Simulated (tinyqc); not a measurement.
Worked calculation: heterojunction of two tight-binding chains. Values are carried at full precision from step to step, so a last printed digit may differ when a step is redone from the rounded ones.

Left chain: hopping -t1, sites at 2 t1 (band bottom 0). Right chain: hopping -t2, sites at dE + 2 t2 (bottom dE). t = c/(m a^2), c = hbar^2/2m0. The bond across the interface is -tc with tc = f sqrt(t1 t2), and the last left site has the extra energy U. In a chain E = bottom + 2t (1 - cos(ka)); the surface Green function of a half chain is g = -exp(ika)/t, with Im k > 0 where cos(ka) > 1.

Constants: hbar^2/2m0 = 3.80998211 eV angstrom^2.

Inputs chosen for the exercise (masses and offset of the size met at GaAs / AlGaAs; shifted at random, so the results belong to these values and not to a real crystal): a = 3 angstrom (site spacing); m1 = 0.061 m0 (mass on the left); m2 = 0.091 m0 (mass on the right); f = 1 (factor on the interface hopping); dE = 0.27 eV (band offset); E = 0.38 eV (electron energy); U = 0 eV (extra energy on the last left site).

## Hoppings

Form t1, t2 and tc.

t1 = 6.9399 eV
t2 = 4.6520 eV
tc = 5.6819 eV

## Wave numbers and velocities

The left chain has hopping t1 and band bottom 0, the right one t2 and dE. cos(ka) = 1 - (E - bottom)/(2t); dE/dk = 2 t a sin(ka).

ka (rad): left 0.23454, right 0.15392

dE/dk (eV angstrom): left 9.6767, right 4.2794

## Self-energies on the last left site

Hoppings t1 (left), t2 (right), tc (interface); g is the surface Green function of a half chain. The rest of the left chain gives S1 = t1^2 g1 = -t1 exp(i k1 a); the right chain gives S2 = tc^2 g2 = -(tc^2/t2) exp(i k2 a).

S1 = -6.74986-1.61278i eV
S2 = -6.85781-1.06400i eV

## Transmission

The last site of the left chain has energy 2 t1 + U, and S1, S2 are the self-energies of the two half chains on it. G = 1/(E - 2 t1 - U - S1 - S2); T = 4 Im(S1) Im(S2) |G|^2.

G = 0.0150-0.3730i 1/eV
T = 0.9564

A fraction 0.0436 is reflected although the electron lies above the step.

## Checks

- T from the Green function against 1 - |r|^2 from matching plane waves: both 0.956413.

Run: tinyqc, `OMP_NUM_THREADS=1 python tinyqc.py 1482558 1482559 out.jsonl`; Intel(R) Xeon(R) Processor @ 2.30GHz, one thread, shared host; about 0.01 s of CPU time with all checks.
